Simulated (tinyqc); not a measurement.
Worked calculation: collinear exchange A + BC -> AB + C on a London-Eyring-Polanyi-Sato surface: saddle, string of images and rate. Computed by tinyqc, a small Python program that keeps every step. Command: `OMP_NUM_THREADS=1 python tinyqc.py 3110499 3110500 out.jsonl leps walk`. One thread of a shared host (Intel(R) Xeon(R) Processor @ 2.30GHz), about 0.05 s of CPU time with the checks. Intermediate numbers are printed to about 6 digits and carried at full precision; extremes and crossings named in words are read from the listed rows.

x = r(AB), y = r(BC), r(AC) = x + y. V is counted from separated atoms, the barrier from A + BC, that is V + D(BC).

Inputs (values chosen for the exercise, bond data loosely for abstraction of hydrogen from a Ge-H bond by a hydrogen atom; the barrier is not fitted): D(AB) = 4.77 eV; r0(AB) = 0.742 angstrom; beta(AB) = 1.94 1/angstrom; D(BC) = 3.61 eV; r0(BC) = 1.53 angstrom; beta(BC) = 1.45 1/angstrom; D(AC) = 3.78 eV; r0(AC) = 1.53 angstrom; beta(AC) = 1.45 1/angstrom; Sato parameter S = 0.041; mass of A = 1.008 u; mass of B = 1.008 u; mass of C = 72.6 u; temperature T = 700 K; step of the string = 0.015 angstrom^2/eV.

Constants: nu for 1 eV/(angstrom^2 u) = 15.6333042 THz; h x 1 THz = 4.135667696 meV; k_B = 1.380649e-23 J/K; u = 1.6605390666e-27 kg; k_B = 8.617333262e-05 eV/K.

## One point of the surface

For each pair, with u = exp(-beta (r - r0)): Q = D [(3 + S) u^2 - (2 + 6 S) u]/(4 (1 + S)), J = D [(1 + 3 S) u^2 - (6 + 2 S) u]/(4 (1 + S)); V = Q1 + Q2 + Q3 - sqrt(((J1 - J2)^2 + (J2 - J3)^2 + (J3 - J1)^2)/2). Take x = r0(AB) + 0.3 and y = r0(BC) + 0.1 angstrom.

Pair terms:
```
pair         u     Q (eV)    J (eV)
AB    0.558780  -0.349976  -3.49142
BC    0.865022   0.288375  -3.83260
AC    0.190920  -0.288639  -1.01693
```

V = -3.01177 eV

## Relaxing the string

String of 9 images between the fixed ends (r0(AB) + 2, r0(BC)) and (r0(AB), r0(BC) + 2), started on the two straight legs through (r0(AB) + 0.3, r0(BC) + 0.3): each iteration moves the inner images by -step x gradient (central differences) and spaces them evenly again along the broken line (coordinates are kept between 0.2 and 8 angstrom); stop when no coordinate changes by more than 1e-5 angstrom, at most 400 iterations.

Course:
```
iteration  highest inner image above A + BC (eV)  largest move (angstrom)
1                                       0.514185              4.69968e-02
2                                       0.494608              4.03650e-02
3                                       0.479469              3.13990e-02
4                                       0.467968              2.24733e-02
5                                       0.459018              1.50982e-02
6                                       0.451916              9.86900e-03
7                                       0.446266              8.37175e-03
...                                          ...                      ...
45                                      0.427338              2.25868e-05
46                                      0.427339              1.95445e-05
47                                      0.427339              1.69092e-05
48                                      0.427340              1.46270e-05
49                                      0.427341              1.26512e-05
50                                      0.427341              1.09410e-05
51                                      0.427341              9.46100e-06
```

Images at the end:
```
image  x (angstrom)  y (angstrom)  V + D(BC) (eV)
0           2.74200       1.53000         0.03421
1           2.29801       1.53389         0.07797
2           1.85419       1.54509         0.18432
3           1.41656       1.61590         0.42734
4           1.03106       1.83619         0.33013
5           0.78473       2.20181        -0.57326
6           0.74856       2.64202        -0.90908
7           0.74409       3.08600        -1.04408
8           0.74200       3.53000        -1.10355
```

last move = 9.46100e-06 angstrom

Converged in 51 iterations.

## Saddle by Newton steps

From the highest inner image, z -> z - H^-1 g with gradient g and Hessian H by central differences, steps capped at 0.15 angstrom, 12 steps.

The first seven points:
```
step        x        y  V + D(BC) (eV)  |g| (eV/angstrom)
0     1.41656  1.61590        0.427341        7.01927e-01
1     1.27156  1.65430        0.515313        4.22675e-01
2     1.17409  1.70923        0.529666        2.42207e-01
3     1.20433  1.70096        0.532936        1.31166e-02
4     1.20618  1.70056        0.532945        4.89204e-05
5     1.20619  1.70056        0.532945                  0
6     1.20619  1.70056        0.532945                  0
```

saddle (x, y) (angstrom): [1.20619, 1.70056]

barrier = 0.532945 eV

Hessian (eV/angstrom^2), rows x, y:
$$\begin{pmatrix}
-2.87596 & 6.59844 \\
6.59844 & 4.76880
\end{pmatrix}$$

The highest image lies 105.6 meV below the saddle. Stretches at the saddle: AB 0.464, BC 0.171 angstrom, for a reaction energy D(BC) - D(AB) = -1.16 eV: an early barrier for an exothermic step.

## Frequencies at the saddle

Wilson matrix G = [[1/m_A + 1/m_B, -1/m_B], [-1/m_B, 1/m_B + 1/m_C]]; eigenvalues lambda of G H give nu = 15.6333042 THz x sqrt(|lambda|), the negative one being imaginary. Reactant: nu_BC from k = 2 D beta^2 and 1/m_B + 1/m_C. Skew angle: cos = sqrt(m_A m_C/((m_A + m_B)(m_B + m_C))).

imaginary frequency = 65.1018 THz

real frequency at the saddle = 28.5693 THz

nu_BC = 61.0874 THz

skew angle = 45.3923 degrees

## Transition-state rate

One-dimensional rate constant without tunnelling, k = sqrt(k_B T/(2 pi mu)) [sinh(h nu_BC/(2 k_B T))/sinh(h nu_s/(2 k_B T))] exp(-barrier/(k_B T)) with mu = m_A (m_B + m_C)/(m_A + m_B + m_C); Wigner factor 1 + (h nu_i/(k_B T))^2/24; adiabatic barrier = barrier + h (nu_s - nu_BC)/2.

adiabatic barrier = 0.465703 eV

rate constant k = 49.0985 cm/s

Wigner factor = 1.83009

## Rate against temperature

The formulas are those given above.

Rates; the last column is k_B T^2 d ln k/dT:
```
T (K)     k (cm/s)  Wigner factor  activation energy (eV)
300    9.58593e-04        5.51937                0.479852
400    1.02217e-01        3.54214                0.486737
550    5.01474e+00        2.34461                0.498820
750    8.65924e+01        1.72310                0.515471
1000   6.58231e+02        1.40674                0.534757
1400   4.03708e+03        1.20752                0.561591
2000   1.69587e+04        1.10169                0.596007
```

The activation energy goes from 0.480 eV at 300 K, near the adiabatic barrier plus k_B T/2 (0.479), to 0.596 eV at 2000 K; the classical limit is the barrier plus k_B T/2 (0.619).

Checks made by the program: V for A far away against -D(BC) (relative difference below 1e-10).
